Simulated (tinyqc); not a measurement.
# Changing the hardness d/rho

Model: rigid-ion and shell models of the dielectric response of an ionic crystal. Computed by tinyqc, a small Python program. Command: `OMP_NUM_THREADS=1 python tinyqc.py 3019591 3019592 out.jsonl shell sweep`. One thread of a shared host (Intel(R) Xeon(R) Processor @ 2.30GHz), about 0.01 s of CPU time with the checks.

Charges +Z and -Z; 8 nearest neighbours, Madelung constant M = 1.762675, volume per ion pair Omega = 1.539601 d^3. Energy per pair U = -M Z^2 e2/d + 8 A exp(-d/rho), e2 = e^2/(4 pi eps_0). In the shell model the anion is a core of charge Y - Z and a massless shell of charge -Y, joined by the spring k; the repulsion acts on the shell. Each ion feels the Lorentz field E + (4 pi/3) P (Gaussian units).

Inputs (values chosen for the exercise, for a model crystal): nearest-neighbour distance d = 2.61 angstrom; ionic charge Z = 1.07 e; cation mass = 129 u; anion mass = 35.45 u; shell charge size Y = 2.35 e; core-shell spring k = 37.7 eV/angstrom^2; cation polarisability alpha_+ = 0.32 angstrom^3.

Structure: caesium chloride.

Constants: e^2/(4 pi eps_0) = 14.39964548 eV angstrom; 1 eV/angstrom^3 = 160.2176634 GPa; nu for 1 eV/(angstrom^2 u) = 15.6333042 THz; 1 THz = 33.35640952 1/cm.

Method:
- Zero pressure fixes 8 A exp(-d/rho) = M Z^2 e2 rho/d^2. Then U = -(M Z^2 e2/d)(1 - rho/d), B = M Z^2 e2 (d/rho - 2)/(9 Omega d), and the spring of one sublattice against the other is R = (1/3) x (Laplacian of the repulsion summed over neighbours) = M Z^2 e2 (d/rho - 2)/(3 d^3), so R = 3 B Omega/d^2.
- Eliminating the shell gives the anion polarisability alpha_- = Y^2 e2/(k + R), the Szigeti charge Z_S = Z - Y R/(k + R) and the softened spring R' = k R/(k + R). With b = 4 pi (alpha_+ + alpha_-)/(3 Omega): eps_inf = (1 + 2b)/(1 - b) (Clausius-Mossotti); Born charge Z* = Z_S (eps_inf + 2)/3.
- mu lambda_TO = R' - (4 pi e2/(3 Omega)) Z_S^2/(1 - b); mu lambda_LO = mu lambda_TO + 4 pi e2 Z*^2/(eps_inf Omega); eps_s = eps_inf lambda_LO/lambda_TO.
- lambda in eV/(angstrom^2 u) gives the wavenumber 15.6333042 x 33.35640952 x sqrt(lambda); mu is the reduced mass.

One run for each value; columns: (1) hardness d/rho; (2) eps_s; (3) omega_TO (1/cm); (4) share of R' left after the dipole term; (5) bulk modulus B (GPa); (6) eps_inf; (7) omega_LO (1/cm):
```
(1)      (2)    (3)     (4)    (5)    (6)    (7)
8.47   19.49   81.9  0.2128   46.8  2.574  225.4
9.68    9.89  118.6  0.3820   55.6  2.542  234.0
10.90   6.96  145.5  0.5037   64.4  2.511  242.1
12.10   5.56  166.8  0.5928   73.1  2.482  249.7
13.30   4.73  185.0  0.6614   81.8  2.454  257.0
14.50   4.19  200.9  0.7155   90.5  2.427  263.9
15.70   3.80  215.0  0.7589   99.2  2.401  270.5
16.90   3.51  227.8  0.7944  107.9  2.377  276.8
18.10   3.28  239.4  0.8237  116.6  2.353  282.9
19.40   3.09  250.9  0.8500  126.0  2.328  289.2
```

Over the rows, eps_s falls from 19.5 to 3.09 (exponent d ln y / d ln x -5.1 between the first rows and -0.87 between the last); omega_TO (1/cm) rises from 81.9 to 251 (exponent d ln y / d ln x 2.8 between the first rows and 0.68 between the last); share of R' left after the dipole term rises from 0.213 to 0.850 (exponent d ln y / d ln x 4.4 between the first rows and 0.45 between the last). Softer repulsion leaves less spring against the dipole field: omega_TO drops and eps_s climbs towards a ferroelectric instability.
